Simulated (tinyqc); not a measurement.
Velocity overshoot from momentum and energy balance equations after a field step. Changing the field after the step F. Computed by tinyqc, a small Python program. Command: `OMP_NUM_THREADS=1 python tinyqc.py 3004507 3004508 out.jsonl overshoot sweep`. One thread of a shared host (Intel(R) Xeon(R) Processor @ 2.30GHz), about 0.04 s of CPU time with the checks.

At t = 0 the field jumps from 0 to F in a uniform sample. v is the drift velocity and u = w - (3/2) k_B T the excess energy per carrier.

Inputs (values chosen for the exercise, modelled on holes in silicon except for tau_E): effective mass m = 0.4 m_0; low-field mobility mu_0 = 490 cm^2/(V s); saturation velocity v_s = 0.82 1e7 cm/s; energy relaxation time tau_E = 0.53 ps; lattice temperature T = 300 K; time step dt = 5.3 fs.

Scheme: explicit Euler.

Constants: m_0 = 9.1093837015e-31 kg; e = 1.602176634e-19 C; k_B = 8.617333262e-05 eV/K.

Method:
- dv/dt = e F/m - v/tau_m(u), du/dt = e F v - u/tau_E, tau_m(u) = tau_0/(1 + c u), tau_0 = m mu_0/e, c = mu_0/(e tau_E v_s^2); this choice gives the steady state v (1 + mu_0 F v/v_s^2) = mu_0 F, which saturates at v_s. Steady velocity v = 2 mu_0 F/(1 + sqrt(1 + 4 (mu_0 F/v_s)^2)); u = e F v tau_E; carrier temperature T + 2u/(3 k_B), neglecting the drift energy m v^2/2.
- Step: v_new = v + dt (e F/m - v/tau_m(u)), u_new = u + dt (e F v - u/tau_E). Start v = u = 0; the distance adds dt (v + v_new)/2.
- Run to 8 times the larger of tau_E and tau_0, but at most 20001 steps, and stop early if |v| > 1000 v_s or u < -1/(2c); the run is accepted if the last v is within 0.5 % of the steady value.

One run for each value; columns: (1) field after the step F (kV/cm); (2) peak over steady velocity; (3) peak velocity (1e7 cm/s); (4) steady velocity (1e7 cm/s); (5) time of the peak (fs); (6) distance at the peak (nm):
```
(1)      (2)     (3)      (4)    (5)     (6)
3.8   1.0195  0.1809  0.17748  572.4   8.550
5.4   1.0421  0.2518  0.24163  487.6   9.887
7.8   1.0879  0.3513  0.32293  402.8  11.055
11.0  1.1618  0.4723  0.40652  333.9  11.977
16.0  1.2871  0.6391  0.49653  270.3  12.750
24.0  1.4833  0.8641  0.58252  212.0  13.127
34.0  1.7061  1.0965  0.64267  169.6  12.983
50.0  2.0144  1.3983  0.69418  132.5  12.628
72.0  2.3694  1.7302  0.73022  106.0  12.330
```

Describe and explain the trends.

Over the rows, peak over steady velocity rises from 1.02 to 2.37 (exponent d ln y / d ln x 0.062 between the first rows and 0.45 between the last); peak velocity (1e7 cm/s) rises from 0.181 to 1.73 (exponent d ln y / d ln x 0.94 between the first rows and 0.58 between the last); steady velocity (1e7 cm/s) rises from 0.177 to 0.730 (exponent d ln y / d ln x 0.88 between the first rows and 0.14 between the last). Overshoot passes 10 % between 7.80 and 11.0 kV/cm; the knee field v_s/mu_0 is 16.7 kV/cm.

Extremes, crossings and ranges named in words are read from the listed rows.
